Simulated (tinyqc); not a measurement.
Pair of shallow donors (hydrogen-like orbitals), step by step. Values are carried at full precision from step to step, so a last printed digit may differ when a step is redone from the rounded ones.

Each donor has the orbital exp(-r/a); energy unit Ha* = q/(eps a), q = e^2/(4 pi eps0), so that a lone donor is bound by Ha*/2; x = R/a. One electron: S = (1 + x + x^2/3) exp(-x), j = 1/x - (1 + 1/x) exp(-2x), k = (1 + x) exp(-x); levels E(+/-) = -1/2 - (j +/- k)/(1 +/- S) in Ha*, without the repulsion of the ions, split by D = |E(-) - E(+)|. In six valleys the overlaps S and k are multiplied by v = [cos(K Rx) + cos(K Ry) + cos(K Rz)]/3, K = k0 (2 pi/a_lat), for isotropic envelopes and the symmetric valley state.

Constants: e^2/(4 pi eps0) = 14.39964547 eV angstrom; hbar = 6.58211957e-16 eV s.

Values chosen for the exercise (near those of two donors in Si; the results hold for these values, not for the real material):
- a = 17.3 angstrom (orbital radius)
- eps = 11.4 (dielectric constant)
- n = (13.5, 0.5, 0) a_lat (separation vector)
- a_lat = 5.431 angstrom (lattice constant)
- k0 = 0.847 2 pi/a_lat (valley position)
- dV = 1.6 D (detuning between the donors, in units of D)

## Distance and integrals

Give Ha*, R, x, S, j, k and v.

Ha* = 73.013 meV
R = 73.37 angstrom
x = 4.2410

S, j, k: 0.16173  0.23554  0.07544

v = -0.2677

## One electron on two donors

Give both levels, the splitting D = |E(-) - E(+)| and the tunnelling frequency D/(2 pi hbar).

E(+), E(-) (meV): -52.941  -54.404

D = 1.463 meV
frequency = 353.7 GHz

The second ion deepens the mean level by 17.17 meV, against Ha*/x = 17.22 meV for a point charge. Without the valley factor D would be 5.6 meV; v is negative, so the odd combination lies lower.

## Detuning by a gate

Two-level picture for one electron: with detuning u = dV D the splitting is sqrt(D^2 + u^2) and the lower state has weight (1 + u/sqrt(D^2 + u^2))/2 on the lower donor; the field needed is u/(e R), 1 meV/angstrom = 100 kV/cm.

splitting = 2.760 meV
weight = 0.924
field = 3.19 kV/cm

## Two electrons and exchange

Two electrons, Heitler-London: with S' = (1 - x + x^2/3) exp(x), C = 1/x - exp(-2x)(1/x + 11/8 + 3x/4 + x^2/6), X = (1/5){exp(-2x)(25/8 - 23x/4 - 3x^2 - x^3/3) + (6/x)[S^2 (0.5772157 + ln x) + S'^2 Ei(-4x) - 2 S S' Ei(-2x)]}, Q = C - 2j + 1/x and A = X - 2 S k + S^2/x, the singlet and triplet lie at (Q +/- w A)/(1 +/- w S^2) from two lone donors, with the valley weight w = v^2; the exchange is J = triplet - singlet.

Give C, X, Q, A and J.

C, X, Q, A (Ha*): 0.2342  0.01116  -0.001102  -0.007077

J = 73.8 micro-eV

A swap of the two spins takes pi hbar/J = 0.028 ns (hbar = 6.58212e-16 eV s). Against the one-electron splitting D = 1.46 meV, J/D = 0.05: exchange needs both electrons to tunnel and falls as exp(-2x), D as exp(-x).

## Checks

- Heitler-London binding at x = 1.6425 against the known 0.1160 hartree: both 0.1160.
- Overlap S by quadrature in spheroidal coordinates against the formula: both 0.16173.

Computed by tinyqc, a small Python program: `OMP_NUM_THREADS=1 python tinyqc.py 1250247 1250248 out.jsonl` (the numbers bound the seed that draws the inputs); one thread of a shared host (Intel(R) Xeon(R) Processor @ 2.30GHz), about 0.01 s for the whole set of steps.
